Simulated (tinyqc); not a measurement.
# Single-junction solar cell, detailed-balance limit: two studies

Every photon above the gap Eg makes one pair and none below is absorbed; carriers thermalise at T and move without loss. Jsc = q fs X Phi(Eg, Ts); the dark current is J0 = q ge Phi(Eg, T)/ERE with the Boltzmann factor exp(V/Vt). The efficiency is the electrical power over fs X sigma Ts^4.

Parameters, values chosen for the exercise: cell temperature T = 298 K; temperature of the black-body sun Ts = 5778 K; share of the hemisphere filled by the sun fs = 2.16e-5; concentration X = 500; external radiative efficiency ERE = 0.01; number of faces that emit ge = 2; band gap Eg = 1.27 eV.

Constants: q = 1.602176634e-19 C, kB = 1.380649e-23 J/K, h = 6.62607015e-34 J s, c = 299792458 m/s, Vt = kB T/q. Results are converted to the units shown.

Each table varies one quantity; the others keep the values above.

## Effect of the concentration

Photon flux above E from a black body at temperature T into a hemisphere: Phi(E, T) = A sum_k exp(-k E/th)[E^2 th/k + 2 E th^2/k^2 + 2 th^3/k^3], k = 1, 2, ..., with th = kB T/q in eV and A = 2 pi q^3/(h^3 c^2). J(V) = Jsc - J0 (exp(V/Vt) - 1); Voc = Vt ln(1 + Jsc/J0); at maximum power v = Vmp/Vt solves (1 + v) exp(v) = 1 + Jsc/J0. Pin = fs X sigma Ts^4, sigma = 2 pi^5 kB^4/(15 h^3 c^2). FF = Vmp Jmp/(Voc Jsc).

Result of one run:
```
X	Jsc (mA/cm^2)	Voc (V)	Eg/q - Voc (V)	FF	efficiency (%)
3	138.3	0.9156	0.3544	0.8746	27.05
```

What becomes of these results when the concentration X is changed from 3 to 30, all else the same?

Result of the changed run:
```
X	Jsc (mA/cm^2)	Voc (V)	Eg/q - Voc (V)	FF	efficiency (%)
30	1383	0.9747	0.2953	0.8804	28.99
```

The whole series:
```
X	Jsc (mA/cm^2)	Voc (V)	Eg/q - Voc (V)	FF	efficiency (%)
1	46.12	0.8873	0.3827	0.8716	26.13
3	138.3	0.9156	0.3544	0.8746	27.05
10	461.2	0.9465	0.3235	0.8777	28.06
30	1383	0.9747	0.2953	0.8804	28.99
100	4612	1.006	0.2644	0.8833	30.00
300	1.383e4	1.034	0.2362	0.8857	30.93
1000	4.612e4	1.065	0.2053	0.8883	31.95
3000	1.383e5	1.093	0.1771	0.8905	32.88
```

As X goes from 1 to 3000, Jsc rises from 46.1 to 1.38e5 mA/cm^2, Voc rises from 0.887 to 1.09 V and the efficiency rises from 26.1 to 32.9 %. Voc gains 59.1 mV a decade of concentration (Vt ln 10), while Jsc/Pin stays the same. For X = 1000 to 3000 the current passes 20 A/cm^2, where series resistance and heating, left out here, would dominate.

## Effect of the temperature of the black-body sun

Same model as above.

FF = Vmp Jmp/(Voc Jsc).

Results:
```
Ts (K)	Jsc (mA/cm^2)	Voc (V)	Eg/q - Voc (V)	FF	efficiency (%)
3000	783.7	0.9601	0.3099	0.8791	13.33
3700	2687	0.9917	0.2783	0.8820	20.48
4400	6606	1.015	0.2552	0.8841	25.82
5100	1.329e4	1.033	0.2372	0.8856	29.34
5800	2.344e4	1.047	0.2227	0.8868	31.41
6500	3.771e4	1.060	0.2104	0.8878	32.45
7900	8.109e4	1.079	0.1908	0.8894	32.63
```

Estimate the missing row, Ts = 7200 K.

Computed row:
```
Ts (K)	Jsc (mA/cm^2)	Voc (V)	Eg/q - Voc (V)	FF	efficiency (%)
7200	5.672e4	1.070	0.2000	0.8887	32.78
```

With this row back in the table: As Ts goes from 3000 to 7900 K, Jsc rises from 784 to 81100 mA/cm^2, Voc rises from 0.960 to 1.08 V and the efficiency goes from 13.3 through a maximum of 32.8 (at Ts = 7200 K among the rows listed) to 32.6 %. For Ts = 5800 to 7900 K the current passes 20 A/cm^2, where series resistance and heating, left out here, would dominate.

tinyqc, about 0.01 s, one thread, Intel Xeon 2.30GHz (shared host): `OMP_NUM_THREADS=1 python tinyqc.py 2820023 2820024 out.jsonl`
